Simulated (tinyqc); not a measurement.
Inside a calculation. Method: Hueckel theory of the pi electrons with the omega technique, for the molecule C=C1C(F)=CC=C1F (SMILES; centres numbered as the heavy atoms are written). Computed by tinyqc, a small Python program that keeps every step. Settings: charge = 0, omega = 1.4, damping = 0. Command: `OMP_NUM_THREADS=1 python tinyqc.py 22991 22992 out.jsonl` (the two numbers bound the seeds that draw the settings). One thread of a shared host (Intel(R) Xeon(R) Processor @ 2.60GHz), about 0.01 s of CPU time with the checks.

## The Hueckel matrix

Centres:
```
centre  z_r, pi electrons of the neutral centre         h
1C                                            1  0.000000
2C                                            1  0.000000
3C                                            1  0.000000
4F                                            2  2.690000
5C                                            1  0.000000
6C                                            1  0.000000
7C                                            1  0.000000
8F                                            2  2.690000
```

Bonds:
```
i  j         k
1  2         1
2  3         1
3  4  0.680000
3  5         1
5  6         1
6  7         1
7  8  0.680000
7  2         1
```

H_rr = alpha + h_r beta, H_rs = k_rs beta for bonded centres.

Hueckel matrix in units of beta (H = alpha + beta A):
```
          1C        2C        3C        4F        5C        6C        7C        8F
1C  0.000000  1.000000  0.000000  0.000000  0.000000  0.000000  0.000000  0.000000
2C  1.000000  0.000000  1.000000  0.000000  0.000000  0.000000  1.000000  0.000000
3C  0.000000  1.000000  0.000000  0.680000  1.000000  0.000000  0.000000  0.000000
4F  0.000000  0.000000  0.680000  2.690000  0.000000  0.000000  0.000000  0.000000
5C  0.000000  0.000000  1.000000  0.000000  0.000000  1.000000  0.000000  0.000000
6C  0.000000  0.000000  0.000000  0.000000  1.000000  0.000000  1.000000  0.000000
7C  0.000000  1.000000  0.000000  0.000000  0.000000  1.000000  0.000000  0.680000
8F  0.000000  0.000000  0.000000  0.000000  0.000000  0.000000  0.680000  2.690000
```

## Orbitals, round 1

pi electrons, sum of z_r less the charge = 10

Diagonalise; E = alpha + x beta with beta < 0, so the largest x are filled first; degenerate levels share their electrons. P = sum n_i c_ri c_si; each orbital has its largest coefficient positive (the first on a tie).

x values: 2.963251  2.867255  1.919028  1.000000  0.471275  -0.291675  -1.648530  -1.900604

occupations: 2.000000  2.000000  2.000000  2.000000  2.000000  0.000000  0.000000  0.000000

coefficients:
```
         MO1        MO2        MO3        MO4        MO5        MO6        MO7        MO8
1C  0.065182   0.000000   0.255316   0.500000   0.000000   0.750323   0.000000  -0.342901
2C  0.193149   0.000000   0.489958   0.500000   0.000000  -0.218851   0.000000   0.651720
3C  0.253584   0.177982   0.342464   0.000000   0.566884  -0.343245  -0.383360  -0.447880
4F  0.631058   0.682791  -0.302055   0.000000  -0.173740   0.078280   0.060086   0.066344
5C  0.129165   0.046023   0.372637  -0.500000   0.385301   0.265736   0.591122   0.154409
6C  0.129165  -0.046023   0.372637  -0.500000  -0.385301   0.265736  -0.591122   0.154409
7C  0.253584  -0.177982   0.342464   0.000000  -0.566884  -0.343245   0.383360  -0.447880
8F  0.631058  -0.682791  -0.302055   0.000000   0.173740   0.078280  -0.060086   0.066344
```

charge and bond-order matrix P:
```
           1C         2C         3C         4F         5C         6C         7C         8F
1C   0.638870   0.775368   0.207931  -0.071972  -0.292881  -0.292881   0.207931  -0.071972
2C   0.775368   1.054732   0.433546  -0.052212  -0.084950  -0.084950   0.433546  -0.052212
3C   0.207931   0.433546   1.069244   0.159236   0.773963  -0.132486  -0.342897   0.067098
4F  -0.071972  -0.052212   0.159236   1.971721  -0.133128   0.008944   0.067098  -0.013838
5C  -0.292881  -0.084950   0.773963  -0.133128   1.112235   0.509934  -0.132486   0.008944
6C  -0.292881  -0.084950  -0.132486   0.008944   0.509934   1.112235   0.773963  -0.133128
7C   0.207931   0.433546  -0.342897   0.067098  -0.132486   0.773963   1.069244   0.159236
8F  -0.071972  -0.052212   0.067098  -0.013838   0.008944  -0.133128   0.159236   1.971721
```

## Omega technique, round 1

h_r = h_r(0) + omega q_r, omega = 1.4, with q_r = z_r - P_rr.

matrix after round 1:
```
          1C         2C         3C        4F         5C         6C         7C        8F
1C  0.505582   1.000000   0.000000  0.000000   0.000000   0.000000   0.000000  0.000000
2C  1.000000  -0.076625   1.000000  0.000000   0.000000   0.000000   1.000000  0.000000
3C  0.000000   1.000000  -0.096941  0.680000   1.000000   0.000000   0.000000  0.000000
4F  0.000000   0.000000   0.680000  2.729591   0.000000   0.000000   0.000000  0.000000
5C  0.000000   0.000000   1.000000  0.000000  -0.157129   1.000000   0.000000  0.000000
6C  0.000000   0.000000   0.000000  0.000000   1.000000  -0.157129   1.000000  0.000000
7C  0.000000   1.000000   0.000000  0.000000   0.000000   1.000000  -0.096941  0.680000
8F  0.000000   0.000000   0.000000  0.000000   0.000000   0.000000   0.680000  2.729591
```

## Orbitals, round 2

As before.

x values: 2.979058  2.897848  1.895454  1.064180  0.364658  -0.098476  -1.786984  -1.935737

occupations: 2.000000  2.000000  2.000000  2.000000  2.000000  0.000000  0.000000  0.000000

coefficients:
```
         MO1        MO2        MO3        MO4        MO5        MO6        MO7        MO8
1C  0.071960   0.000000   0.382861   0.604991   0.000000   0.641583   0.000000  -0.265699
2C  0.177991   0.000000   0.532128   0.337947   0.000000  -0.387553   0.000000   0.648655
3C  0.235962   0.169545   0.333268  -0.109730   0.574582  -0.316557  -0.375645  -0.470112
4F  0.643188   0.685205  -0.271685   0.044804  -0.165212   0.076115   0.056556   0.068522
5C  0.110459   0.041812   0.316620  -0.495823   0.377571   0.336281   0.596399   0.169190
6C  0.110459  -0.041812   0.316620  -0.495823  -0.377571   0.336281  -0.596399   0.169190
7C  0.235962  -0.169545   0.333268  -0.109730  -0.574582  -0.316557   0.375645  -0.470112
8F  0.643188  -0.685205  -0.271685   0.044804   0.165212   0.076115  -0.056556   0.068522
```

charge and bond-order matrix P:
```
           1C         2C         3C         4F         5C         6C         7C         8F
1C   1.035551   0.841989   0.156379  -0.061256  -0.341597  -0.341597   0.156379  -0.061256
2C   0.841989   0.858098   0.364515  -0.029896   0.041162   0.041162   0.364515  -0.029896
3C   0.156379   0.364515   1.075354   0.155105   0.820050  -0.076089  -0.360208   0.070125
4F  -0.061256  -0.029896   0.155105   1.972625  -0.141838  -0.006919   0.070125  -0.014580
5C  -0.341597   0.041162   0.820050  -0.141838   1.005196   0.427964  -0.076089  -0.006919
6C  -0.341597   0.041162  -0.076089  -0.006919   0.427964   1.005196   0.820050  -0.141838
7C   0.156379   0.364515  -0.360208   0.070125  -0.076089   0.820050   1.075354   0.155105
8F  -0.061256  -0.029896   0.070125  -0.014580  -0.006919  -0.141838   0.155105   1.972625
```

## Omega technique, round 2

As before.

matrix after round 2:
```
           1C        2C         3C        4F         5C         6C         7C        8F
1C  -0.049772  1.000000   0.000000  0.000000   0.000000   0.000000   0.000000  0.000000
2C   1.000000  0.198663   1.000000  0.000000   0.000000   0.000000   1.000000  0.000000
3C   0.000000  1.000000  -0.105495  0.680000   1.000000   0.000000   0.000000  0.000000
4F   0.000000  0.000000   0.680000  2.728324   0.000000   0.000000   0.000000  0.000000
5C   0.000000  0.000000   1.000000  0.000000  -0.007275   1.000000   0.000000  0.000000
6C   0.000000  0.000000   0.000000  0.000000   1.000000  -0.007275   1.000000  0.000000
7C   0.000000  1.000000   0.000000  0.000000   0.000000   1.000000  -0.105495  0.680000
8F   0.000000  0.000000   0.000000  0.000000   0.000000   0.000000   0.680000  2.728324
```

## Convergence

Each round sets h_r = h_r(0) + omega (z_r - P_rr), keeping the share named as damping of the old diagonal; repeat until output and input diagonals agree to 1e-6.

Rounds:
```
round    sum n x  largest |h(out) - h(in)|
1      18.441619                  5.06e-01
2      18.402394                  5.55e-01
3      18.542814                  6.56e-01
4      18.444319                  8.32e-01
5      18.674031                  9.89e-01
6      18.540625                  1.21e+00
7      18.894433                  1.36e+00
8      18.697705                  1.56e+00
9      19.145925                  1.65e+00
10     18.872475                  1.77e+00
11     19.362679                  1.82e+00
12     19.033479                  1.89e+00
13     19.535320                  1.91e+00
14     19.171538                  1.95e+00
15     19.670021                  1.96e+00
16     19.281307                  1.99e+00
17     19.769360                  1.99e+00
18     19.361071                  2.01e+00
19     19.837453                  2.01e+00
20     19.414556                  2.03e+00
21     19.881266                  2.03e+00
22     19.448338                  2.03e+00
23     19.908202                  2.03e+00
24     19.468840                  2.04e+00
25     19.924277                  2.04e+00
26     19.480975                  2.04e+00
27     19.933696                  2.04e+00
28     19.488050                  2.04e+00
29     19.939155                  2.04e+00
30     19.492137                  2.04e+00
31     19.942299                  2.04e+00
32     19.494487                  2.04e+00
33     19.944102                  2.04e+00
34     19.495833                  2.04e+00
35     19.945134                  2.04e+00
36     19.496604                  2.04e+00
37     19.945724                  2.04e+00
38     19.497044                  2.04e+00
39     19.946061                  2.04e+00
40     19.497295                  2.04e+00
```

Not converged within 40 rounds: the residual has stopped falling: the iteration swings between two states. Reruns: damping 0.5: converged in 16; damping 0.8: not converged.
